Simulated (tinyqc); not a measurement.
Worked calculation: Shockley state of an s-p chain by decimation. Values are carried at full precision from step to step, so a last printed digit may differ when a step is redone from the rounded ones.

Each site has s at -d/2 and p at +d/2: H0 = diag(-d/2, d/2). The block to the next site on the right is H1 = [[-ts, u], [-u, tp]] (rows s, p of site n; columns s, p of site n + 1). Bulk: H(k) = [[-d/2 - 2 ts cos k, 2i u sin k], [-2i u sin k, d/2 + 2 tp cos k]]. The bands are inverted at k = pi if d < 2 (ts + tp).

Inputs chosen for the exercise:
- d = 2.56 eV (Ep - Es)
- ts = 1.05 eV (s-s hopping)
- tp = 1.34 eV (p-p hopping)
- u = 0.89 eV (s-p hopping)
- E = -0.4 eV (energy)
- eta = 0.05 eV (broadening)

## Bulk bands

Levels and s weight of the lower band at k = j pi/6.

Bands:
```
k/pi   lower (eV)  upper (eV)  s weight, lower
0.000     -3.3800      3.9600            1.000
0.167     -3.2149      3.7172            0.983
0.333     -2.7708      3.0608            0.924
0.500     -2.1924      2.1924            0.792
0.667     -1.6889      1.3989            0.528
0.833     -1.4411      0.9388            0.168
1.000     -1.4000      0.8200            0.000
```

The lower band is s-like at k = 0 and p-like at pi: the bands are inverted, and the gap is a hybridisation gap that can hold a Shockley state.

## First round of decimation

Decimation (Sancho-Rubio) at z = E + i eta: start with es = e = H0, A = H1, B = H1^T. Each round forms g = (z - e)^-1 and sets es += A g B, e += A g B + B g A, A = A g A, B = B g B, doubling the length covered. Stop when all |A| < 1e-10. Surface G = (z - es)^-1, bulk G = (z - e)^-1; densities -Im tr G/pi.

Carry out one round.

g (1/eV), rows s, p and columns alike:
```
[[1.1327-0.0644i, 0.0000],
 [0.0000, -0.5947-0.0177i]]
```

es (eV), rows s, p and columns alike:
```
[[-0.5023-0.0850i, 0.3493-0.0813i],
 [0.3493-0.0813i, 1.1094-0.0828i]]
```

e (eV), rows s, p and columns alike:
```
[[0.2755-0.1700i, 0.0000],
 [0.0000, 0.9387-0.1655i]]
```

A (eV), rows s, p and columns alike:
```
[[1.7199-0.0569i, -1.7678+0.0390i],
 [1.7678-0.0390i, -1.9651+0.0192i]]
```

## Course of the decimation

All rounds.

Rounds:
```
round  sites covered  largest |A| (eV)  surface density (1/eV)
1                  2              1.97                 0.83810
2                  4              1.91                 0.18408
3                  8            0.0598                 0.18357
4                 16          2.71e-05                 0.18356
5                 32          5.77e-12                 0.18356
```

surface G (1/eV), rows s, p and columns alike:
```
[[-1.2337-0.3239i, 1.4077+0.2735i],
 [1.4077+0.2735i, -1.4202-0.2528i]]
```

densities (1/eV): surface 0.18356, bulk 0.01117

Converged in 5 rounds. E lies inside the bulk gap (-1.400 to 0.820 eV); once |A| is small it falls roughly as its square in each round, up to a factor. The surface density is 16 times the bulk one, owing to the broadened Shockley level, which peaks near -0.15 eV.

## Checks

- Surface G against the Dyson relation G = (z - H0 - H1 G H1^T)^-1: they agree to 1e-10 or better.

Program tinyqc; command `OMP_NUM_THREADS=1 python tinyqc.py 1481696 1481697 out.jsonl`; about 0.3 s on one thread of a shared Intel(R) Xeon(R) Processor @ 2.30GHz.
